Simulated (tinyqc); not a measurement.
Which input was changed? Model: single-band model of a thermoelectric material. Computed by tinyqc, a small Python program. Command: `OMP_NUM_THREADS=1 python tinyqc.py 3019443 3019444 out.jsonl thermo which`. One thread of a shared host (Intel(R) Xeon(R) Processor @ 2.30GHz), about 0.2 s of CPU time with the checks.

One spherical band, one scattering law, no minority carriers and no phonon drag. In a real material minority carriers limit |S| to about E_g/(2 e T), so larger values are formal. eta = E_F/(k_B T) is counted from the band edge; f = 1/(1 + exp(x - eta)).

Inputs (values chosen for the exercise, for a model material):
```
quantity                                value        unit
density-of-states mass m                  1.3         m_0
non-parabolicity alpha                   0.79        1/eV
mobility parameter mu_300                1200  cm^2/(V s)
temperature exponent p                    1.5           -
lattice thermal conductivity kappa_L       82     W/(m K)
carrier density n                     1.8e+18      1/cm^3
temperature T                             310           K
```

Band: Kane. Scattering: acoustic phonons, r = -0.5.

Constants: m_0 = 9.1093837015e-31 kg; k_B = 1.380649e-23 J/K; hbar = 1.054571817e-34 J s; k_B = 8.617333262e-05 eV/K; e = 1.602176634e-19 C.

Method:
- With x = E/(k_B T), a = alpha k_B T (0 for a parabolic band), G = x (1 + a x), D = 1 + 2 a x and <y> = int y f (1 - f) dx, f = 1/(1 + exp(x - eta)): tau = tau_0 G^r/D; transport function s = G^(3/2 + r)/D^2; n = N_0 <G^(3/2)> with N_0 = (2 m k_B T)^(3/2)/(3 pi^2 hbar^3).
- Integrals over x = E/(k_B T) use 160 Gauss-Legendre points in u = sqrt(x) from 0 to sqrt(max(eta, 0) + 32).
- Solve for eta.
- sigma = e mu_0 N_0 <s> with mu_0 = e tau_0/m = mu_300 (T/300 K)^(-p); |S| = (k_B/e)(<x s>/<s> - eta); Lorenz number L = (k_B/e)^2 (<x^2 s>/<s> - (<x s>/<s>)^2); kappa_e = L sigma T; zT = S^2 sigma T/(kappa_L + kappa_e).
- Hall factor r_H = <G^(3/2)> <G^(3/2 + 2r)/D^4>/<s>^2; drift mobility sigma/(n e) with n = N_0 <G^(3/2)>; power factor S^2 sigma.
- Quality factor B = (k_B/e)^2 e mu_0 N_0 T/kappa_L; zT and the power factor are maximised over eta between -8 and 30.

Problem. One of these inputs alone was changed, within the range given: density-of-states mass m (0.65 to 2.6); carrier density n (9e+17 to 3.6e+18); temperature T (155 to 620); temperature exponent p (0.75 to 3). Which one, and to what value?

Results:
```
run     density of the largest zT (1/cm^3)  power factor (microwatt/(cm K^2))  Seebeck coefficient |S| (microvolt/K)
before                        3.963096e+19                           38.48769                               435.6757
after                         5.218992e+19                           30.73004                               461.3096
```

Solution.

Each candidate set to reproduce density of the largest zT, and what it then gives:
```
candidate                         range searched  value needed  power factor (microwatt/(cm K^2))  Seebeck coefficient |S| (microvolt/K)
density-of-states mass m (m_0)       0.65 to 2.6         1.580                             43.138                                 460.78
carrier density n (1/cm^3)      9e+17 to 3.6e+18     no effect                                  -                                      -
temperature T (K)                     155 to 620         379.0                             30.730                                 461.31
temperature exponent p                 0.75 to 3  out of reach                                  -                                      -
```

Only temperature T fits every result: it went from 310 to 379 K. The next best candidate, density-of-states mass m, misses one result by 40 %.

Caution: at so low a doping minority carriers, left out here, would cut S in a narrow-gap material.
